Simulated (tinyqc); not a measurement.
# Deep-level transient spectroscopy (DLTS) of one majority-carrier trap, step by step

A worked calculation. Computed by tinyqc, a small Python program that keeps every step. Command: `OMP_NUM_THREADS=1 python tinyqc.py 3000059 3000060 out.jsonl dlts walk`. One thread of a shared host (Intel(R) Xeon(R) Processor @ 2.30GHz), about 0.06 s of CPU time with the checks. Intermediate numbers are printed to about 7 digits and carried at full precision; extremes and crossings named in words are read from the listed rows.

A filling pulse loads the traps in a one-sided junction; under reverse bias they empty at the rate e, and the capacitance relaxes as C(t) = C_0 - dC exp(-e t). The signal is S = [C(t_2) - C(t_1)]/dC.

Inputs (values chosen for the exercise, for a model semiconductor): density-of-states mass m = 0.441 m_0; valleys M = 1; trap depth E_t = 0.207 eV; cross-section sigma_0 = 3.1e-15 cm^2; degeneracy ratio g = 1; gate time t_1 = 0.0001 s; ratio t_2/t_1 = 2; temperature T = 127 K; doping N = 4e+15 cm^-3; trap density N_t = 2.3e+13 cm^-3; dielectric constant eps = 19.7; built-in voltage V_b = 0.53 V; reverse bias V_r = 9.6 V; diode area = 0.0092 cm^2; capture barrier E_b = 0.16 eV.

Carriers: holes. Extra term: capture barrier.

Constants: k_B = 8.617333262e-05 eV/K; k_B = 1.380649e-23 J/K; m_0 = 9.1093837015e-31 kg; h = 6.62607015e-34 J s; eps_0 = 8.8541878128e-12 F/m; e = 1.602176634e-19 C.

## Emission rate at T

e = g sigma v N_b exp(-E/k_B T), v = sqrt(3 k_B T/m), N_b = 2 M (2 pi m k_B T/h^2)^(3/2), sigma = sigma_0 exp(-E_b/k_B T), E = E_t.

thermal velocity v = 1.144301e+07 cm/s

N_b = 2.024201e+18 cm^-3

sigma = 1.386867e-21 cm^2

E = 0.207 eV

emission rate e = 1.960592e-04 1/s

## Rate window and signal

S(e) = exp(-e t_1) - exp(-e t_2) peaks at the rate window e_0 = ln(t_2/t_1)/(t_2 - t_1).

rate window e_0 = 6931.472 1/s

peak height S_max = 0.25

signal at T = 1.960592e-08

At this T the trap empties slower than the window, by a factor 3.54e7: the point lies on the low-temperature side of the peak.

## Peak temperature and width

T_p solves e(T) = e_0 (bisection between 15 and 1500 K); the half-height points solve S = S_max/2 on either side.

peak temperature T_p = 243.9371 K

lower half-height point = 226.6737 K

upper half-height point = 257.3834 K

full width = 30.70971 K

The width is 12.6 % of T_p, and E_t is 9.8 k_B T_p.

## Peaks for six windows

t_1 is scaled by 0.1, 0.3, 1, 3, 10 and 30 at fixed t_2/t_1; each T_p by bisection.

Arrhenius data:
```
t_1 (s)  e_0 (1/s)   T_p (K)  1/(k_B T_p) (1/eV)  ln(e_0/T_p^2)
0.00001   69314.72  276.4346            41.97925      -0.097536
0.00003   23104.91  259.9691            44.63807      -1.073325
0.00010    6931.47  243.9371            47.57177      -2.149993
0.00030    2310.49  230.8661            50.26515      -3.138461
0.00100     693.15  217.9944            53.23309      -4.227697
0.00300     231.05  207.3908            55.95484      -5.226580
```

## Arrhenius fit

Least squares of ln(e_0/T_p^2) on 1/(k_B T_p): slope -E_a, intercept ln(gamma sigma_a) with gamma = v N_b/T^2 = sqrt(3 k_B/m) 2 M (2 pi m k_B/h^2)^(3/2). For comparison, the slope of ln e_0 alone.

apparent depth E_a = 0.367 eV

intercept = 15.30885

gamma = 1.436106e+21 cm^-2 s^-1 K^-2

apparent cross-section = 3.10e-15 cm^2

slope without T^2 = 0.4080715 eV

The apparent depth is 0.3670 eV against E_t = 0.207 eV, and the apparent cross-section is 1.00 times sigma_0: the capture barrier adds to the slope, so the true depth needs a separate measurement of capture. Leaving out the T^2 factor overstates the slope by 41 meV, about 2 k_B T_p.

## Signal size and trap density

W = sqrt(2 eps eps_0 (V_b + V_r)/(e N)), C_0 = eps eps_0 area/W. The pulse goes to zero bias, W_0 = W(V_r = 0). Traps within lambda = sqrt(2 eps eps_0 (E_t - E_F)/(e^2 N)) of the depletion edge stay filled, with E_F = k_B T_p ln(N_b/N) from the band, N_b = 2 M (2 pi m k_B T_p/h^2)^(3/2) (dopants taken as fully ionised). dC = C_0 (N_t/2N) f, f = [(W - lambda)^2 - max(W_0 - lambda, 0)^2]/W^2. The simple estimate is 2 N dC/C_0.

depletion width W = 2.348237 micrometre

C_0 = 68.33777 pF

lambda = 0.1738598 micrometre

f = 0.8334737

transient amplitude dC = 163.7535 fF

simple estimate of N_t = 1.916990e+13 cm^-3

The simple estimate finds 83 % of the traps.

Checks made by the program: the maximum of S(T) on a fine grid against T_p (relative difference below 1e-10).
